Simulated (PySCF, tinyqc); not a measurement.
RHF in the sto-3g basis, for H6, spin multiplicity 1, step by step (part 1 of 2). The lowest restricted solution is unstable here: a spin-polarised one lies 0.1512 hartree lower (PySCF). Computed by tinyqc, a small Python program that keeps every step (integrals from PySCF). Settings: charge = 0, multiplicity = 1, basis = sto-3g, energy threshold = 1e-10, iteration cap = 55, orthogonalisation = symmetric, start = core, DIIS depth = 4, method = RHF. Command: `OMP_NUM_THREADS=1 python tinyqc.py 20986 20987 out.jsonl` (the two numbers bound the seeds that draw the settings). One thread of a shared host (Intel(R) Xeon(R) Processor @ 2.60GHz), about 0.09 s of CPU time with the checks. Later iterations appear only in the table of the cycle.

## One-electron integrals

Geometry (angstrom):
```
atom,x,y,z
H,0.00000,0.00000,0.00000
H,0.00000,0.00000,1.47800
H,0.00000,0.00000,2.89500
H,0.00000,0.00000,4.37300
H,0.00000,0.00000,5.78900
H,0.00000,0.00000,7.26800
```

Basis sto-3g: exponents (1/bohr^2) and contraction coefficients of normalised primitives:
```
element,l (shell),exponent,coefficient
H,s (1),3.42525,0.15433
H,s (1),0.62391,0.53533
H,s (1),0.16886,0.44463
```

Overlap, kinetic and nuclear-attraction integrals over the contracted functions; the nuclear repulsion is the sum of Za Zb / Rab.

nuclear repulsion = 3.1726367 hartree

overlap S:
```
,1H 1s,2H 1s,3H 1s,4H 1s,5H 1s,6H 1s
1H 1s,1.00000,0.26498,0.02274,0.00066,0.00001,0.00000
2H 1s,0.26498,1.00000,0.28878,0.02274,0.00078,0.00001
3H 1s,0.02274,0.28878,1.00000,0.26498,0.02279,0.00066
4H 1s,0.00066,0.02274,0.26498,1.00000,0.28918,0.02274
5H 1s,0.00001,0.00078,0.02279,0.28918,1.00000,0.26460
6H 1s,0.00000,0.00001,0.00066,0.02274,0.26460,1.00000
```

kinetic energy T (hartree):
```
,1H 1s,2H 1s,3H 1s,4H 1s,5H 1s,6H 1s
1H 1s,0.76003,0.01158,-0.00754,-0.00053,-0.00001,0.00000
2H 1s,0.01158,0.76003,0.01778,-0.00754,-0.00061,-0.00001
3H 1s,-0.00754,0.01778,0.76003,0.01158,-0.00755,-0.00053
4H 1s,-0.00053,-0.00754,0.01158,0.76003,0.01789,-0.00754
5H 1s,-0.00001,-0.00061,-0.00755,0.01789,0.76003,0.01149
6H 1s,0.00000,-0.00001,-0.00053,-0.00754,0.01149,0.76003
```

nuclear attraction V (hartree):
```
,1H 1s,2H 1s,3H 1s,4H 1s,5H 1s,6H 1s
1H 1s,-2.05108,-0.50137,-0.04199,-0.00121,-0.00002,0.00000
2H 1s,-0.50137,-2.35129,-0.60202,-0.04424,-0.00146,-0.00002
3H 1s,-0.04199,-0.60202,-2.44101,-0.55745,-0.04433,-0.00121
4H 1s,-0.00121,-0.04424,-0.55745,-2.44120,-0.60301,-0.04199
5H 1s,-0.00002,-0.00146,-0.04433,-0.60301,-2.35139,-0.50056
6H 1s,0.00000,-0.00002,-0.00121,-0.04199,-0.50056,-2.05083
```

core Hamiltonian H = T + V (hartree):
```
,1H 1s,2H 1s,3H 1s,4H 1s,5H 1s,6H 1s
1H 1s,-1.29104,-0.48979,-0.04953,-0.00174,-0.00003,0.00000
2H 1s,-0.48979,-1.59126,-0.58424,-0.05178,-0.00207,-0.00003
3H 1s,-0.04953,-0.58424,-1.68098,-0.54587,-0.05188,-0.00174
4H 1s,-0.00174,-0.05178,-0.54587,-1.68117,-0.58511,-0.04953
5H 1s,-0.00003,-0.00207,-0.05188,-0.58511,-1.59136,-0.48907
6H 1s,0.00000,-0.00003,-0.00174,-0.04953,-0.48907,-1.29079
```

## Two-electron integrals

Functions are numbered as in S; the eight-fold symmetry (ij|kl) = (ji|kl) = (kl|ij) leaves the list below.

Two-electron integrals (ij|kl) in chemists' order, unique and non-zero (hartree):
```
i,j,k,l,(ij|kl)
1,1,1,1,0.77461
2,1,1,1,0.14297
2,1,2,1,0.04005
2,2,1,1,0.35041
2,2,2,1,0.14297
2,2,2,2,0.77461
3,1,1,1,0.00839
3,1,2,1,0.00280
3,1,2,2,0.01245
3,1,3,1,0.00024
3,2,1,1,0.07110
3,2,2,1,0.02792
3,2,2,2,0.15858
3,2,3,1,0.00304
3,2,3,2,0.04823
3,3,1,1,0.18277
3,3,2,1,0.06628
3,3,2,2,0.36371
3,3,3,1,0.00839
3,3,3,2,0.15858
3,3,3,3,0.77461
4,1,1,1,0.00016
4,1,2,1,0.00006
4,1,2,2,0.00032
4,1,3,1,6.32e-06
4,1,3,2,0.00010
4,1,3,3,0.00032
4,1,4,1,1.98e-07
4,2,1,1,0.00423
4,2,2,1,0.00155
4,2,2,2,0.00839
4,2,3,1,0.00018
4,2,3,2,0.00304
4,2,3,3,0.01245
4,2,4,1,6.32e-06
4,2,4,2,0.00024
4,3,1,1,0.03890
4,3,2,1,0.01317
4,3,2,2,0.06628
4,3,3,1,0.00155
4,3,3,2,0.02792
4,3,3,3,0.14297
4,3,4,1,0.00006
4,3,4,2,0.00280
4,3,4,3,0.04005
4,4,1,1,0.12101
4,4,2,1,0.03890
4,4,2,2,0.18277
4,4,3,1,0.00423
4,4,3,2,0.07110
4,4,3,3,0.35041
4,4,4,1,0.00016
4,4,4,2,0.00839
4,4,4,3,0.14297
4,4,4,4,0.77461
5,1,1,1,1.49e-06
5,1,2,1,5.35e-07
5,1,2,2,2.84e-06
5,1,3,1,6.24e-08
5,1,3,2,1.07e-06
5,1,3,3,4.50e-06
5,1,4,2,8.52e-08
5,1,4,3,9.70e-07
5,1,4,4,2.75e-06
5,2,1,1,0.00011
5,2,2,1,3.89e-05
5,2,2,2,0.00020
5,2,3,1,4.48e-06
5,2,3,2,0.00008
5,2,3,3,0.00037
5,2,4,1,1.71e-07
5,2,4,2,7.53e-06
5,2,4,3,0.00010
5,2,4,4,0.00037
5,2,5,2,2.77e-07
5,3,1,1,0.00281
5,3,2,1,0.00091
5,3,2,2,0.00433
5,3,3,1,0.00010
5,3,3,2,0.00171
5,3,3,3,0.00841
5,3,4,1,3.84e-06
5,3,4,2,0.00018
5,3,4,3,0.00280
5,3,4,4,0.01247
5,3,5,1,6.25e-08
5,3,5,2,7.55e-06
5,3,5,3,0.00024
5,4,1,1,0.03023
5,4,2,1,0.00944
5,4,2,2,0.04279
5,4,3,1,0.00098
5,4,3,2,0.01563
5,4,3,3,0.07121
5,4,4,1,3.58e-05
5,4,4,2,0.00171
5,4,4,3,0.02797
5,4,4,4,0.15885
5,4,5,1,5.75e-07
5,4,5,2,0.00008
5,4,5,3,0.00305
5,4,5,4,0.04837
5,5,1,1,0.09141
5,5,2,1,0.02788
5,5,2,2,0.12275
5,5,3,1,0.00281
5,5,3,2,0.04274
5,5,3,3,0.18284
5,5,4,1,0.00010
5,5,4,2,0.00433
5,5,4,3,0.06631
5,5,4,4,0.36394
5,5,5,1,1.49e-06
5,5,5,2,0.00020
5,5,5,3,0.00841
5,5,5,4,0.15885
5,5,5,5,0.77461
6,1,2,2,5.84e-09
6,1,3,3,1.14e-08
6,1,4,4,1.14e-08
6,1,5,5,5.85e-09
6,2,1,1,9.82e-07
6,2,2,1,3.16e-07
6,2,2,2,1.48e-06
6,2,3,1,3.43e-08
6,2,3,2,5.72e-07
6,2,3,3,2.74e-06
6,2,4,2,6.21e-08
6,2,4,3,9.67e-07
6,2,4,4,4.49e-06
6,2,5,3,8.50e-08
6,2,5,4,1.07e-06
6,2,5,5,2.83e-06
6,3,1,1,0.00007
6,3,2,1,2.16e-05
6,3,2,2,0.00010
6,3,3,1,2.25e-06
6,3,3,2,3.58e-05
6,3,3,3,0.00016
6,3,4,1,8.18e-08
6,3,4,2,3.83e-06
6,3,4,3,0.00006
6,3,4,4,0.00032
6,3,5,2,1.70e-07
6,3,5,3,6.34e-06
6,3,5,4,0.00010
6,3,5,5,0.00032
6,3,6,3,1.98e-07
6,4,1,1,0.00208
6,4,2,1,0.00064
6,4,2,2,0.00281
6,4,3,1,0.00006
6,4,3,2,0.00098
6,4,3,3,0.00423
6,4,4,1,2.25e-06
6,4,4,2,0.00010
6,4,4,3,0.00155
6,4,4,4,0.00839
6,4,5,1,3.44e-08
6,4,5,2,4.48e-06
6,4,5,3,0.00018
6,4,5,4,0.00304
6,4,5,5,0.01245
6,4,6,2,6.21e-08
6,4,6,3,6.32e-06
6,4,6,4,0.00024
6,5,1,1,0.02150
6,5,2,1,0.00645
6,5,2,2,0.02784
6,5,3,1,0.00063
6,5,3,2,0.00941
6,5,3,3,0.03885
6,5,4,1,2.16e-05
6,5,4,2,0.00091
6,5,4,3,0.01315
6,5,4,4,0.06620
6,5,5,1,3.16e-07
6,5,5,2,3.89e-05
6,5,5,3,0.00155
6,5,5,4,0.02792
6,5,5,5,0.14273
6,5,6,2,5.32e-07
6,5,6,3,0.00006
6,5,6,4,0.00279
6,5,6,5,0.03992
6,6,1,1,0.07281
6,6,2,1,0.02153
6,6,2,2,0.09140
6,6,3,1,0.00208
6,6,3,2,0.03019
6,6,3,3,0.12101
6,6,4,1,0.00007
6,6,4,2,0.00281
6,6,4,3,0.03890
6,6,4,4,0.18277
6,6,5,1,9.85e-07
6,6,5,2,0.00011
6,6,5,3,0.00424
6,6,5,4,0.07118
6,6,5,5,0.35020
6,6,6,2,1.48e-06
6,6,6,3,0.00016
6,6,6,4,0.00839
6,6,6,5,0.14273
6,6,6,6,0.77461
```

## Orthogonalisation

S = U s U^T; symmetric (Loewdin) form X = U s^(-1/2) U^T, so that X^T S X = 1.

eigenvalues of S: 0.53154  0.65538  0.86350  1.08061  1.33920  1.52976

X:
```
,1H 1s,2H 1s,3H 1s,4H 1s,5H 1s,6H 1s
1H 1s,1.02865,-0.14408,0.02045,-0.00282,0.00045,-0.00006
2H 1s,-0.14408,1.06459,-0.16259,0.02134,-0.00323,0.00045
3H 1s,0.02045,-0.16259,1.06555,-0.14978,0.02136,-0.00281
4H 1s,-0.00282,0.02134,-0.14978,1.06565,-0.16282,0.02045
5H 1s,0.00045,-0.00323,0.02136,-0.16282,1.06461,-0.14387
6H 1s,-0.00006,0.00045,-0.00281,0.02045,-0.14387,1.02857
```

## Starting guess

The start is the orbitals of the core Hamiltonian; D = 2 C_occ C_occ^T.

D at the start:
```
,1H 1s,2H 1s,3H 1s,4H 1s,5H 1s,6H 1s
1H 1s,0.08759,0.31667,-0.05800,-0.17704,0.18527,0.06842
2H 1s,0.31667,1.31739,0.22673,-0.60101,0.40667,0.18476
3H 1s,-0.05800,0.22673,1.20837,0.45148,-0.60250,-0.17702
4H 1s,-0.17704,-0.60101,0.45148,1.20663,0.22859,-0.05732
5H 1s,0.18527,0.40667,-0.60250,0.22859,1.31584,0.31528
6H 1s,0.06842,0.18476,-0.17702,-0.05732,0.31528,0.08696
```

## Iteration 1: building the Fock matrix

J_ij = sum D_kl (ij|kl), K_ij = sum D_kl (ik|jl); F = H + J - 0.5 K; E = tr D H + tr D J / 2 - 0.25 tr D K + E_nn.

Coulomb J (hartree):
```
,1H 1s,2H 1s,3H 1s,4H 1s,5H 1s,6H 1s
1H 1s,1.19858,0.42140,0.04127,0.00130,0.00002,0.00000
2H 1s,0.42140,2.12302,0.62311,0.04822,0.00163,0.00002
3H 1s,0.04127,0.62311,2.37872,0.59782,0.04832,0.00130
4H 1s,0.00130,0.04822,0.59782,2.37815,0.62383,0.04125
5H 1s,0.00002,0.00163,0.04832,0.62383,2.12196,0.42042
6H 1s,0.00000,0.00002,0.00130,0.04125,0.42042,1.19702
```

exchange K (hartree):
```
,1H 1s,2H 1s,3H 1s,4H 1s,5H 1s,6H 1s
1H 1s,0.21162,0.33134,0.06305,-0.02752,0.01887,0.01410
2H 1s,0.33134,1.23395,0.48133,-0.00243,0.01957,0.01883
3H 1s,0.06305,0.48133,1.20859,0.46421,-0.00248,-0.02754
4H 1s,-0.02752,-0.00243,0.46421,1.20804,0.48224,0.06313
5H 1s,0.01887,0.01957,-0.00248,0.48224,1.23296,0.33016
6H 1s,0.01410,0.01883,-0.02754,0.06313,0.33016,0.21037
```

Fock matrix F (hartree):
```
,1H 1s,2H 1s,3H 1s,4H 1s,5H 1s,6H 1s
1H 1s,-0.19827,-0.23406,-0.03978,0.01332,-0.00945,-0.00705
2H 1s,-0.23406,-0.08521,-0.20179,-0.00234,-0.01023,-0.00942
3H 1s,-0.03978,-0.20179,0.09344,-0.18015,-0.00233,0.01332
4H 1s,0.01332,-0.00234,-0.18015,0.09297,-0.20240,-0.03985
5H 1s,-0.00945,-0.01023,-0.00233,-0.20240,-0.08588,-0.23372
6H 1s,-0.00705,-0.00942,0.01332,-0.03985,-0.23372,-0.19896
```

total energy of this density = -2.1631915 hartree

## Iteration 1: diagonalisation and new density

Diagonalise F' = X^T F X, C = X C', fill 3 alpha and 3 beta electrons from the bottom; D = 2 C_occ C_occ^T. Each column has its largest component positive (the first on a tie).

F' = X^T F X (hartree):
```
,1,2,3,4,5,6
1,-0.14270,-0.22122,0.02262,0.00873,-0.00859,-0.00451
2,-0.22122,0.04276,-0.24788,0.06549,-0.02189,-0.00857
3,0.02262,-0.24788,0.23401,-0.25551,0.06563,0.00874
4,0.00873,0.06549,-0.25551,0.23380,-0.24843,0.02256
5,-0.00859,-0.02189,0.06563,-0.24843,0.04209,-0.22068
6,-0.00451,-0.00857,0.00874,0.02256,-0.22068,-0.14360
```

orbital energies (hartree): MO1 -0.33233, MO2 -0.30962, MO3 -0.09450, MO4 0.05266, MO5 0.27809, MO6 0.67206

coefficients C:
```
,MO1,MO2,MO3,MO4,MO5,MO6
1H 1s,0.46272,0.49125,-0.39772,0.52429,-0.40266,-0.16933
2H 1s,0.36119,0.36481,0.14672,-0.46649,0.65552,0.49863
3H 1s,0.13509,0.13075,0.49662,-0.30719,-0.40334,-0.80381
4H 1s,0.13809,-0.12831,0.49837,0.30194,-0.40497,0.80397
5H 1s,0.36856,-0.35728,0.14954,0.46822,0.65360,-0.49880
6H 1s,0.47255,-0.48172,-0.40141,-0.52354,-0.39995,0.16888
```

D after iteration 1:
```
,1H 1s,2H 1s,3H 1s,4H 1s,5H 1s,6H 1s
1H 1s,1.22723,0.57597,-0.14156,-0.39469,-0.12890,0.28332
2H 1s,0.57597,0.57014,0.33871,0.15238,0.04945,-0.12790
3H 1s,-0.14156,0.33871,0.56396,0.49876,0.15468,-0.39700
4H 1s,-0.39469,0.15238,0.49876,0.56780,0.34253,-0.14596
5H 1s,-0.12890,0.04945,0.15468,0.34253,0.57170,0.57250
6H 1s,0.28332,-0.12790,-0.39700,-0.14596,0.57250,1.23298
```

## Iteration 2: building the Fock matrix

As before.

Coulomb J (hartree):
```
,1H 1s,2H 1s,3H 1s,4H 1s,5H 1s,6H 1s
1H 1s,1.76021,0.45067,0.03691,0.00104,0.00001,0.00000
2H 1s,0.45067,1.76211,0.48351,0.03657,0.00123,0.00001
3H 1s,0.03691,0.48351,1.74331,0.44220,0.03669,0.00104
4H 1s,0.00104,0.03657,0.44220,1.74621,0.48510,0.03698
5H 1s,0.00001,0.00123,0.03669,0.48510,1.76520,0.45080
6H 1s,0.00000,0.00001,0.00104,0.03698,0.45080,1.76396
```

exchange K (hartree):
```
,1H 1s,2H 1s,3H 1s,4H 1s,5H 1s,6H 1s
1H 1s,1.13770,0.48551,0.05843,-0.03895,-0.01485,0.01400
2H 1s,0.48551,0.78674,0.36377,0.10094,0.01925,-0.01480
3H 1s,0.05843,0.36377,0.75049,0.40721,0.10168,-0.03924
4H 1s,-0.03895,0.10094,0.40721,0.75484,0.36637,0.05771
5H 1s,-0.01485,0.01925,0.10168,0.36637,0.78822,0.48439
6H 1s,0.01400,-0.01480,-0.03924,0.05771,0.48439,1.14082
```

Fock matrix F (hartree):
```
,1H 1s,2H 1s,3H 1s,4H 1s,5H 1s,6H 1s
1H 1s,-0.09968,-0.28187,-0.04183,0.01877,0.00741,-0.00700
2H 1s,-0.28187,-0.22252,-0.28262,-0.06567,-0.01047,0.00739
3H 1s,-0.04183,-0.28262,-0.31291,-0.30727,-0.06604,0.01891
4H 1s,0.01877,-0.06567,-0.30727,-0.31238,-0.28319,-0.04141
5H 1s,0.00741,-0.01047,-0.06604,-0.28319,-0.22027,-0.28046
6H 1s,-0.00700,0.00739,0.01891,-0.04141,-0.28046,-0.09724
```

total energy of this density = -2.6290825 hartree

## Iteration 2: DIIS over 2 matrices

error matrix X^T (FDS - SDF) X:
```
,1,2,3,4,5,6
1,0.00000,0.19931,-0.05497,-0.16333,-0.04050,-0.00065
2,-0.19931,0.00000,0.10456,0.08856,-0.00015,0.04105
3,0.05497,-0.10456,0.00000,-0.00100,-0.09021,0.16600
4,0.16333,-0.08856,0.00100,0.00000,-0.10641,0.05721
5,0.04050,0.00015,0.09021,0.10641,0.00000,-0.19853
6,0.00065,-0.04105,-0.16600,-0.05721,0.19853,0.00000
```

B (overlaps of the stored error matrices):
```
,1,2
1,9.3647520e-01,-4.0176847e-01
2,-4.0176847e-01,3.6246650e-01
```

Minimise |sum c_i e_i|^2 with sum c_i = 1: solve [B -1; -1 0][c; lambda] = [0; -1] with B_ij = tr e_i^T e_j, and take F = sum c_i F_i.

DIIS coefficients: 0.36349  0.63651

extrapolated F (hartree):
```
,1H 1s,2H 1s,3H 1s,4H 1s,5H 1s,6H 1s
1H 1s,-0.13552,-0.26449,-0.04109,0.01679,0.00128,-0.00702
2H 1s,-0.26449,-0.17261,-0.25324,-0.04265,-0.01038,0.00128
3H 1s,-0.04109,-0.25324,-0.16520,-0.26106,-0.04288,0.01688
4H 1s,0.01679,-0.04265,-0.26106,-0.16504,-0.25383,-0.04084
5H 1s,0.00128,-0.01038,-0.04288,-0.25383,-0.17142,-0.26347
6H 1s,-0.00702,0.00128,0.01688,-0.04084,-0.26347,-0.13422
```

## Iteration 2: diagonalisation and new density

As before.

F' = X^T F X (hartree):
```
,1,2,3,4,5,6
1,-0.06898,-0.25208,0.02725,0.01524,0.00136,-0.00733
2,-0.25208,-0.03617,-0.24519,0.02762,-0.01341,0.00135
3,0.02725,-0.24519,-0.02747,-0.25669,0.02753,0.01534
4,0.01524,0.02762,-0.25669,-0.02695,-0.24605,0.02748
5,0.00136,-0.01341,0.02753,-0.24605,-0.03490,-0.25141
6,-0.00733,0.00135,0.01534,0.02748,-0.25141,-0.06796
```

orbital energies (hartree): MO1 -0.44601, MO2 -0.35677, MO3 -0.21926, MO4 0.05051, MO5 0.25662, MO6 0.45247

coefficients C:
```
,MO1,MO2,MO3,MO4,MO5,MO6
1H 1s,0.18609,-0.37463,0.49398,-0.55800,-0.51067,-0.29692
2H 1s,0.34971,-0.44264,0.22329,0.26382,0.64334,0.57398
3H 1s,0.41533,-0.19126,-0.41019,0.44479,-0.30326,-0.71972
4H 1s,0.41404,0.19912,-0.40675,-0.44469,-0.29901,0.72233
5H 1s,0.34610,0.44327,0.22746,-0.26295,0.63996,-0.57826
6H 1s,0.18209,0.37146,0.49758,0.55873,-0.50858,0.29919
```

D after iteration 2:
```
,1H 1s,2H 1s,3H 1s,4H 1s,5H 1s,6H 1s
1H 1s,0.83797,0.68240,-0.10737,-0.39695,0.02140,0.28103
2H 1s,0.68240,0.73617,0.27662,-0.06834,-0.04878,0.02072
3H 1s,-0.10737,0.27662,0.75467,0.60145,-0.06867,-0.39903
4H 1s,-0.39695,-0.06834,0.60145,0.75304,0.27808,-0.10606
5H 1s,0.02140,-0.04878,-0.06867,0.27808,0.73603,0.68172
6H 1s,0.28103,0.02072,-0.39903,-0.10606,0.68172,0.83745
```

## Iteration 3: building the Fock matrix

As before.

Coulomb J (hartree):
```
,1H 1s,2H 1s,3H 1s,4H 1s,5H 1s,6H 1s
1H 1s,1.58835,0.44177,0.03818,0.00112,0.00001,0.00000
2H 1s,0.44177,1.86187,0.52456,0.04018,0.00135,0.00001
3H 1s,0.03818,0.52456,1.94204,0.49188,0.04027,0.00112
4H 1s,0.00112,0.04018,0.49188,1.94169,0.52525,0.03817
5H 1s,0.00001,0.00135,0.04027,0.52525,1.86148,0.44092
6H 1s,0.00000,0.00001,0.00112,0.03817,0.44092,1.58737
```

exchange K (hartree):
```
,1H 1s,2H 1s,3H 1s,4H 1s,5H 1s,6H 1s
1H 1s,0.87351,0.49537,0.06871,-0.04240,-0.00554,0.01935
2H 1s,0.49537,0.91850,0.38891,0.06664,-0.00168,-0.00563
3H 1s,0.06871,0.38891,0.90774,0.46302,0.06675,-0.04262
4H 1s,-0.04240,0.06664,0.46302,0.90725,0.38980,0.06892
5H 1s,-0.00554,-0.00168,0.06675,0.38980,0.91845,0.49453
6H 1s,0.01935,-0.00563,-0.04262,0.06892,0.49453,0.87250
```

Fock matrix F (hartree):
```
,1H 1s,2H 1s,3H 1s,4H 1s,5H 1s,6H 1s
1H 1s,-0.13945,-0.29571,-0.04571,0.02057,0.00276,-0.00968
2H 1s,-0.29571,-0.18864,-0.25414,-0.04491,0.00012,0.00280
3H 1s,-0.04571,-0.25414,-0.19280,-0.28550,-0.04499,0.02068
4H 1s,0.02057,-0.04491,-0.28550,-0.19310,-0.25476,-0.04582
5H 1s,0.00276,0.00012,-0.04499,-0.25476,-0.18910,-0.29541
6H 1s,-0.00968,0.00280,0.02068,-0.04582,-0.29541,-0.13967
```

total energy of this density = -2.7690789 hartree

## Iteration 3: DIIS over 3 matrices

error matrix X^T (FDS - SDF) X:
```
,1,2,3,4,5,6
1,0.00000,0.01174,-0.02390,-0.01119,0.00176,0.00026
2,-0.01174,0.00000,0.00730,0.02807,-0.00015,-0.00160
3,0.02390,-0.00730,0.00000,0.00038,-0.02844,0.01086
4,0.01119,-0.02807,-0.00038,0.00000,-0.00714,0.02434
5,-0.00176,0.00015,0.02844,0.00714,0.00000,-0.01181
6,-0.00026,0.00160,-0.01086,-0.02434,0.01181,0.00000
```

B (overlaps of the stored error matrices):
```
,1,2,3
1,9.3647520e-01,-4.0176847e-01,-1.1111758e-02
2,-4.0176847e-01,3.6246650e-01,3.4917378e-02
3,-1.1111758e-02,3.4917378e-02,6.7819280e-03
```

As before.

DIIS coefficients: -0.05652  -0.17302  1.22953

extrapolated F (hartree):
```
,1H 1s,2H 1s,3H 1s,4H 1s,5H 1s,6H 1s
1H 1s,-0.14300,-0.30159,-0.04671,0.02130,0.00264,-0.01029
2H 1s,-0.30159,-0.18862,-0.25217,-0.04373,0.00254,0.00270
3H 1s,-0.04671,-0.25217,-0.18820,-0.28769,-0.04376,0.02140
4H 1s,0.02130,-0.04373,-0.28769,-0.18863,-0.25280,-0.04693
5H 1s,0.00264,0.00254,-0.04376,-0.25280,-0.18954,-0.30148
6H 1s,-0.01029,0.00270,0.02140,-0.04693,-0.30148,-0.14366
```

## Iteration 3: diagonalisation and new density

As before.

F' = X^T F X (hartree):
```
,1,2,3,4,5,6
1,-0.06652,-0.28874,0.02562,0.02004,0.00062,-0.01075
2,-0.28874,-0.04433,-0.23857,0.02664,0.00087,0.00066
3,0.02562,-0.23857,-0.04665,-0.27898,0.02673,0.02017
4,0.02004,0.02664,-0.27898,-0.04686,-0.23900,0.02542
5,0.00062,0.00087,0.02673,-0.23900,-0.04524,-0.28839
6,-0.01075,0.00066,0.02017,0.02542,-0.28839,-0.06737
```

orbital energies (hartree): MO1 -0.47504, MO2 -0.39820, MO3 -0.25814, MO4 0.07826, MO5 0.28584, MO6 0.45030

coefficients C:
```
,MO1,MO2,MO3,MO4,MO5,MO6
1H 1s,0.19700,0.37658,0.47350,-0.54073,-0.52585,0.32492
2H 1s,0.33182,0.45079,0.25080,0.24959,0.63924,-0.57782
3H 1s,0.41831,0.17727,-0.42234,0.47297,-0.27163,0.70914
4H 1s,0.42042,-0.17229,-0.42261,-0.47116,-0.27665,-0.70844
5H 1s,0.33632,-0.44813,0.24968,-0.25203,0.64031,0.57557
6H 1s,0.20023,-0.37558,0.47326,0.54290,-0.52461,-0.32247
```

D after iteration 3:
```
,1H 1s,2H 1s,3H 1s,4H 1s,5H 1s,6H 1s
1H 1s,0.80964,0.70776,-0.10163,-0.36433,0.03144,0.24420
2H 1s,0.70776,0.75244,0.22558,-0.08831,-0.05559,0.03166
3H 1s,-0.10163,0.22558,0.76956,0.64762,-0.08842,-0.36539
4H 1s,-0.36433,-0.08831,0.64762,0.77006,0.22617,-0.10223
5H 1s,0.03144,-0.05559,-0.08842,0.22617,0.75255,0.70763
6H 1s,0.24420,0.03166,-0.36539,-0.10223,0.70763,0.81025
```

## Iteration 9 (converged): orbitals

converged F (hartree):
```
,1H 1s,2H 1s,3H 1s,4H 1s,5H 1s,6H 1s
1H 1s,-0.14295,-0.30154,-0.04588,0.01816,0.00235,-0.00762
2H 1s,-0.30154,-0.18532,-0.24125,-0.04379,0.00021,0.00235
3H 1s,-0.04588,-0.24125,-0.18514,-0.29306,-0.04387,0.01821
4H 1s,0.01816,-0.04379,-0.29306,-0.18527,-0.24163,-0.04590
5H 1s,0.00235,0.00021,-0.04387,-0.24163,-0.18533,-0.30122
6H 1s,-0.00762,0.00235,0.01821,-0.04590,-0.30122,-0.14283
```

As before.

F' = X^T F X (hartree):
```
,1,2,3,4,5,6
1,-0.06642,-0.28893,0.02546,0.01664,0.00075,-0.00801
2,-0.28893,-0.04419,-0.22748,0.02678,-0.00141,0.00075
3,0.02546,-0.22748,-0.04508,-0.28538,0.02680,0.01670
4,0.01664,0.02678,-0.28538,-0.04501,-0.22785,0.02546
5,0.00075,-0.00141,0.02680,-0.22785,-0.04419,-0.28863
6,-0.00801,0.00075,0.01670,0.02546,-0.28863,-0.06648
```

orbital energies (hartree): MO1 -0.46992, MO2 -0.39120, MO3 -0.26043, MO4 0.08258, MO5 0.27986, MO6 0.44773

coefficients C:
```
,MO1,MO2,MO3,MO4,MO5,MO6
1H 1s,0.20190,0.38558,0.46390,-0.53441,-0.53261,-0.32465
2H 1s,0.32878,0.44845,0.26152,0.26173,0.63811,0.57247
3H 1s,0.42183,0.15964,-0.42691,0.47355,-0.26314,-0.71131
4H 1s,0.42212,-0.16020,-0.42628,-0.47281,-0.26397,0.71179
5H 1s,0.32912,-0.44778,0.26233,-0.26255,0.63740,-0.57291
6H 1s,0.20187,-0.38460,0.46487,0.53546,-0.53133,0.32444
```

D after iteration 9:
```
,1H 1s,2H 1s,3H 1s,4H 1s,5H 1s,6H 1s
1H 1s,0.80928,0.72123,-0.10264,-0.34859,0.03098,0.21624
2H 1s,0.72123,0.75520,0.19727,-0.08908,-0.04799,0.03095
3H 1s,-0.10264,0.19727,0.77136,0.66895,-0.08928,-0.34940
4H 1s,-0.34859,-0.08908,0.66895,0.77114,0.19768,-0.10268
5H 1s,0.03098,-0.04799,-0.08928,0.19768,0.75528,0.72121
6H 1s,0.21624,0.03095,-0.34940,-0.10268,0.72121,0.80954
```

## Convergence

Stop when the energy changes by less than 1e-10 hartree and every element of the error matrix X^T (F D S - S D F) X is below 3e-06.

Course of the cycle:
```
iteration,E (hartree),change,largest element of the error matrix
1,-2.1631915,-,3.39e-01
2,-2.6290825,-4.66e-01,1.99e-01
3,-2.7690789,-1.40e-01,2.84e-02
4,-2.7729515,-3.87e-03,8.33e-03
5,-2.7734477,-4.96e-04,3.59e-04
6,-2.7734483,-6.08e-07,9.86e-05
7,-2.7734483,-2.15e-08,2.34e-05
8,-2.7734483,-7.78e-10,1.98e-06
9,-2.7734483,-4.39e-12,3.35e-07
```

PySCF RHF in the same basis = -2.7734483 hartree

Converged in 9 iterations.
